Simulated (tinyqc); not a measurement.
Admittance spectroscopy and thermally stimulated current of one trap level in a depletion layer: one step, computed by the program tinyqc.

A Schottky junction on n-type material holds one donor-like electron trap; shallow donors are fully ionised and abrupt depletion edges are assumed.

Task: The capacitance step. With E_c - E_F = k_B T_p ln(N_c/N): lambda = sqrt(2 eps eps_0 (E_t - (E_c - E_F))/(e^2 N)); traps are empty and charged for x < x_t = w - lambda, and V_b = e (N w^2 + N_t x_t^2)/(2 eps eps_0). High frequency: C_hf = eps eps_0/w. Low frequency: C_lf = eps eps_0 (N + N_t)/(N w + N_t x_t).

Inputs (values chosen for the exercise, modelled on n-type GaAs): dielectric constant eps = 12.7; shallow doping N = 6.7e+15 1/cm^3; trap density N_t = 3.4e+15 1/cm^3; trap depth E_t below the band = 0.409 eV; band bending V_b = 0.78 V.

E_c - E_F = k_B T_p ln(N_c/N) = 0.2072601 eV

Constants: eps_0 = 8.8541878128e-12 F/m; e = 1.602176634e-19 C.

Give: lambda; depletion width w; crossing point x_t; C_hf; C_lf; step (C_lf - C_hf)/C_hf; small-N_t estimate (N_t/N)(lambda/w).

Result:

lambda = 205.6 nm

depletion width w = 383.8 nm

crossing point x_t = 178.2 nm

C_hf = 29.30 nF/cm^2

C_lf = 35.74 nF/cm^2

step (C_lf - C_hf)/C_hf = 0.2200

small-N_t estimate (N_t/N)(lambda/w) = 0.2718

Reading N_t/N straight from the step would give 0.220 against the true 0.507: the factor lambda/w must be known. Caution: N_t/N is not small, so the peak moves away from omega = 2 e_n.
